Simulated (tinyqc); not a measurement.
From results to parameters: Hubbard dimer. Computed by the program tinyqc.

Problem. A two-site Hubbard model with two electrons has its ground state at (U - sqrt(U^2 + 16 t^2))/2, the triplet at 0 and the odd ionic singlet at U. Find t, U and the double occupancy per site.

singlet-triplet splitting = 1.137235 eV
gap from the ground state to the ionic odd singlet = 9.927235 eV

Solution. The difference of the two gaps is U and their product is 4 t^2; the double occupancy per site is (1 - U/sqrt(U^2 + 16 t^2))/4.

t, U (eV): 1.6800  8.7900
double occupancy per site = 0.051
